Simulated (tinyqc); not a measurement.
## Cell and bit-line capacitance from two signals

Inverse problem. In a DRAM a freshly written one gives the bit-line signal (Vd/2) Cs/(Cs + Cb). Find Cs and Cb.

Values chosen for this exercise:

| symbol | value | unit | meaning |
|---|---|---|---|
| Vd | 1.4 | V | array voltage |

signal of a fresh one without and with 20 fF added to the bit line (mV): 135.82090  104.59770

Answer. (Vd/2)/signal = 1 + Cb/Cs, and the added capacitance raises it by its ratio to Cs.

Cs = 13.0 fF
Cb = 54.0 fF

tinyqc, about 0.01 s, one thread, Intel Xeon 2.30GHz (shared host): `OMP_NUM_THREADS=1 python tinyqc.py 2130081 2130082 out.jsonl`
